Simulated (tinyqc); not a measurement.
Non-radiative capture by multiphonon emission, one effective mode: one step, computed by the program tinyqc.

The initial state (free carrier plus empty centre) lies dE above the final state; both have the same frequency and are displaced by dQ.

Question. Geometry of the two curves. dQ = sqrt(2 S (hbar^2/u)/hbar omega); relaxation energy lambda = S hbar omega; phonons needed P = dE/hbar omega; classical barrier E_b = (dE - lambda)^2/(4 lambda); occupation n = 1/(exp(hbar omega/k_B T) - 1).

Inputs (values chosen for the exercise, for a model semiconductor):
```
quantity                  value  unit
energy released dE        0.424    eV
phonon energy hbar omega   22.5   meV
Huang-Rhys factor S        12.7     -
temperature T                77     K
```

Centre: neutral.

Constants: hbar^2/u = 4.18015928e-03 eV angstrom^2; k_B = 8.617333262e-05 eV/K.

Give: dQ; lambda; P; classical barrier E_b; occupation n.

Answer.

dQ = 2.1723 u^(1/2) angstrom

lambda = 0.28575 eV

P = 18.844

classical barrier E_b = 0.016722 eV

occupation n = 0.034851

dE exceeds lambda: the inverted case usual for deep centres, in which the curves cross on the far side of the initial minimum.
